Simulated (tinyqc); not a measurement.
# Worked calculation: hot electrons in a saturated n-channel MOSFET, lucky-electron model

Computed by the program tinyqc: `OMP_NUM_THREADS=1 python tinyqc.py 2550008 2550009 out.jsonl`, one thread of a shared Intel Xeon 2.30GHz, about 0.01 s for the whole run. Printed values are rounded.

Beyond pinch-off the lateral field grows as Esat cosh(y/l) over the velocity-saturated region (pseudo-two-dimensional model). Impact ionisation in this region gives the substrate current, which biases the body forward through Rsub. Currents are per width. Local-field laws: they overstate ionisation when the field peak is narrower than an energy relaxation length.

Parameters, values chosen for the exercise; values close to those of silicon n-channel devices:
```
symbol   value        unit                                   meaning
L          0.8          um                            channel length
tox         15          nm                           oxide thickness
xj         260          nm                            junction depth
VT        0.69           V                                 threshold
mu         340  cm^2/(V s)                        effective mobility
vs       7.6e6        cm/s                       saturation velocity
Ai         2e6        1/cm                      ionisation prefactor
Bi        1.73       MV/cm                          ionisation field
Rd         200      ohm um     resistance of the lightly doped drain
Rsub      4800      ohm um                      substrate resistance
kb        0.34              fall of VT per volt of forward body bias
lm         9.6          nm               hot-electron mean free path
pb         3.2           V                             oxide barrier
Cg      0.0039                         prefactor of the gate current
m          2.9                                     lifetime exponent
Hl       15000     s uA/um                         lifetime constant
Vd         3.9           V                             drain voltage
Vg         2.9           V                              gate voltage
```

Constants: eps0 = 8.8541878128e-14 F/cm where lengths are in cm. Results are converted to the units shown.

## Length and field scales

Cox = 3.9 eps0/tox, l = sqrt(3 tox xj), Esat = 2 vs/mu.

Cox = 0.230209 uF/cm^2
l = 108.167 nm
Esat = 0.0447059 MV/cm
Esat L = 3.57647 V

## Iteration 1: body bias from the substrate current

Vb at the start = 0 V

Cox = 3.9 eps0/tox. Overdrive g = Vg - VT + kb Vb; Vdsat = g Esat L/(g + Esat L); Id = Cox vs (g - Vdsat); dV = Vd - Id Rd - Vdsat; Em = sqrt((dV/l)^2 + Esat^2); Isub = Id (Ai/Bi) l Em exp(-Bi/Em). Vb(new) = Rsub Isub.

Vdsat = 1.36594 V
Id = 147.675 uA/um
dV = 2.50452 V
Em = 0.235819 MV/cm
Isub = 0.283743 uA/um
Vb after iteration 1 = 0.00136196 V

## Iteration 2: body bias from the substrate current

As before.

Vdsat = 1.36612 V
Id = 147.725 uA/um
dV = 2.50433 V
Em = 0.235802 MV/cm
Isub = 0.283669 uA/um
Vb after iteration 2 = 0.00136161 V

## Course of the iteration: body bias from the substrate current

Stop when Vb changes by less than 1e-9 V, or after 60 iterations.

Course of the iteration:
```
iteration      Vb (V)  |change| (V)
1          0.00136196       1.36e-3
2          0.00136161       3.55e-7
3          0.00136161      9.26e-11
```

Converged in 3 iterations. The change falls from 0.0014 in the first iteration to below the tolerance in the last.

## Gate current, lifetime and channel shortening

Id = 147.725 uA/um
dV = 2.50433 V
Em = 0.235802 MV/cm
Isub = 0.283669 uA/um

Ig = Cg Id exp(-pb/(lm Em)); lifetime tau = (Hl/Id)(Isub/Id)^(-m); length of the saturated region dL = l ln[(dV/l + Em)/Esat]. 1 year = 3.15576e7 s.

Isub/Id = 0.00192025
Ig = 0.418095 pA/um
tau = 243.107 years
dL = 253.859 nm

The lifetime exceeds ten years. Integrating Ai exp(-Bi/E) over the cosh profile gives Isub/Id = 0.00175, so the closed form is 9.7 % above it.
